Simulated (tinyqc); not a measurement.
Doping the contact: Schottky barrier with interface states (Cowley-Sze model), image lowering and contact resistance. Computed by tinyqc, a small Python program. Command: `OMP_NUM_THREADS=1 python tinyqc.py 3029328 3029329 out.jsonl pinning walk`. One thread of a shared host (Intel(R) Xeon(R) Processor @ 2.30GHz), about 0.01 s of CPU time with the checks.

An n-type semiconductor under a metal. The barrier lies between the Schottky-Mott limit phi_M - chi and the Bardeen limit E_g - E_n, E_n being the neutrality level of the interface states; the space-charge term of the full Cowley-Sze expression is left out.

Inputs (values chosen for the exercise, for a model semiconductor):
```
quantity                                       value         unit
gap E_g                                         5.06           eV
electron affinity chi                           3.72           eV
metal work function phi_M                       3.97           eV
neutrality level E_n above the valence band     3.27           eV
interface-state density D                    2.8e+14  cm^-2 eV^-1
dipole layer thickness delta                    0.21           nm
dipole layer constant eps_i                        4            -
dielectric constant eps_s                       12.9            -
electron mass m_e                              0.221          m_0
valleys M_c                                        1            -
temperature T                                    350            K
```

Pinning factor from: interface states.

Constants: e = 1.602176634e-19 C; eps_0 = 8.8541878128e-12 F/m; k_B = 8.617333262e-05 eV/K; hbar = 1.054571817e-34 J s; m_0 = 9.1093837015e-31 kg; k_B = 1.380649e-23 J/K; h = 6.62607015e-34 J s.

Method:
- S = 1/(1 + e^2 D delta/(eps_i eps_0)); for D per eV, e^2 D is the number e x D in SI units, with 1 cm^-2 = 1e4 m^-2.
- phi_B = S (phi_M - chi) + (1 - S)(E_g - E_n); the hole barrier is E_g - phi_B.
- A* = 4 pi e m_e M_c k_B^2/h^3 (a simple valley count); J_s = A* T^2 exp(-phi/k_B T).
- E_00 = (e hbar/2) sqrt(N/(m_e eps_s eps_0)), E_0 = E_00 coth(E_00/k_B T); scaling form of the contact resistivity rho_c = (k_B/(e A* T)) exp(phi_B/E_0), which is the thermionic result when E_00 << k_B T and keeps only the leading exponential of tunnelling when E_00 >> k_B T; image lowering is left out of it.
- Regimes: thermionic below E_00/k_B T = 0.5, field emission above 5.

barrier phi_B = 1.36923 eV

Against doping:
```
N (cm^-3)  1e10/sqrt(N)  E_00/k_B T  rho_c (ohm cm^2)                     regime
1.00e+16     1.0000e+02  3.6458e-02        4.7257e+11        thermionic emission
1.00e+17     3.1623e+01  1.1529e-01        3.9473e+11        thermionic emission
1.00e+18     1.0000e+01  3.6458e-01        7.1402e+10        thermionic emission
3.00e+18     5.7735e+00  6.3147e-01        2.6452e+09  thermionic-field emission
1.00e+19     3.1623e+00  1.1529e+00        9.2916e+05  thermionic-field emission
3.00e+19     1.8257e+00  1.9969e+00        3.0417e+01  thermionic-field emission
1.00e+20     1.0000e+00  3.6458e+00        2.3313e-03  thermionic-field emission
3.00e+20     5.7735e-01  6.3147e+00        1.2283e-05             field emission
1.00e+21     3.1623e-01  1.1529e+01        4.7558e-07             field emission
```

What follows from these numbers?

Even over the thermionic rows rho_c falls by a factor 6.6, since the barrier is many E_0 high, and then it falls faster, by 18.0 decades in all; in field emission ln rho_c is linear in 1/sqrt(N). It stays above 1e-7 ohm cm^2 at every listed doping.
